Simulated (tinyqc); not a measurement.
Transverse acoustic branch against its sound line: Keating valence-force model of a tetrahedral crystal. Computed by tinyqc, a small Python program. Command: `OMP_NUM_THREADS=1 python tinyqc.py 3022688 3022689 out.jsonl keating walk`. One thread of a shared host (Intel(R) Xeon(R) Processor @ 2.30GHz), about 0.02 s of CPU time with the checks.

Atom A sits at 0 and atom B at a/4 (1,1,1) of an fcc lattice; the four bonds from A are t = a/4 (1,1,1), a/4 (1,-1,-1), a/4 (-1,1,-1), a/4 (-1,-1,1), of length d = sqrt(3) a/4. Energy: E = (3 alpha/(8 d^2)) sum over bonds (r.r - d^2)^2 + (3 beta/(8 d^2)) sum over pairs of bonds at one atom (r_i.r_j + d^2/3)^2, with beta_A for the six pairs at A and beta_B for the six at B. The cell holds two atoms, Omega = a^3/4. 1 N/m = 1 J/m^2. With constants fitted to the elastic moduli this model puts optical and zone-boundary frequencies of real crystals too high, by up to about 20 % in elemental crystals and up to about 50 % in compounds, and mostly by more for TA modes; in compounds the lattice part of the static dielectric constant then comes out too low.

Inputs (values chosen for the exercise, modelled on gallium phosphide):

| quantity | value | unit |
|---|---|---|
| lattice constant a | 5.451 | angstrom |
| mass M_A | 69.72 | u |
| mass M_B | 30.97 | u |
| bond stretching alpha | 47.1 | N/m |
| bond bending beta_A | 10.4 | N/m |
| bond bending beta_B | 10.4 | N/m |

Structure: zinc blende.

Constants: nu for 1 eV/(angstrom^2 u) = 15.6333042 THz; 1 eV/angstrom^2 = 16.02176634 J/m^2; u = 1.6605390666e-27 kg.

Method:
- beta = (beta_A + beta_B)/2; C11 = (alpha + 3 beta)/a, C12 = (alpha - beta)/a, C44 = 4 alpha beta/(a (alpha + beta)); with the two sublattices clamped C44(0) = (alpha + beta)/a; internal-strain parameter zeta = (alpha - beta)/(alpha + beta); B = (C11 + 2 C12)/3.
- With displacements u exp(i q.r), each bracket changes by g.u, where g = (g_A, g_B): bond t, g = (-2 t, 2 t exp(i q.t)); pair (i, j) at A, g = (-(t_i + t_j), t_i exp(i q.t_j) + t_j exp(i q.t_i)); pair at B, g = (-t_i exp(-i q.t_j) - t_j exp(-i q.t_i), t_i + t_j). Then D_mn = sum over the 4 bonds and 12 pairs of (4 k/a^2) conj(g_m) g_n / sqrt(M_m M_n), with k = alpha or beta converted to eV/angstrom^2. Only the short-range forces enter; the Coulomb field of the charges is left out.
- An eigenvalue lambda of D in eV/(angstrom^2 u) gives nu = 15.6333042 THz x sqrt(lambda).
- The sound line is nu = v q/(2 pi) with v = sqrt(C44/rho), rho = (M_A + M_B)/Omega; the clamped line uses C44(0).

C44 = 62.5130 GPa

clamped C44(0) = 105.485 GPa

Frequencies (THz) along G-X:

| q (2 pi/a) | lowest branch | sound line, relaxed C44 | sound line, clamped C44(0) | third-lowest frequency | highest frequency |
|---|---|---|---|---|---|
| 0.05 | 0.3567 | 0.3569 | 0.4636 | 0.5407 | 12.787 |
| 0.15 | 1.0645 | 1.0707 | 1.3908 | 1.6140 | 12.752 |
| 0.30 | 2.0912 | 2.1414 | 2.7817 | 3.1737 | 12.635 |
| 0.45 | 3.0382 | 3.2121 | 4.1725 | 4.6237 | 12.438 |
| 0.60 | 3.8557 | 4.2828 | 5.5634 | 5.9024 | 12.196 |
| 0.75 | 4.4825 | 5.3535 | 6.9542 | 6.9285 | 11.980 |
| 0.90 | 4.8505 | 6.4242 | 8.3450 | 7.5739 | 11.836 |
| 1.00 | 4.9235 | 7.1380 | 9.2723 | 7.7087 | 11.805 |

At small q the branch follows the relaxed line (0.999 of it, against 0.769 of the clamped one): in a long shear wave the sublattices shift against each other. At X it reaches 69 % of the relaxed line. Real tetrahedral semiconductors have flatter TA branches than a Keating model fitted to their elastic constants, which needs longer-ranged terms to mend.

Extremes, crossings and ranges named in words are read from the listed rows.
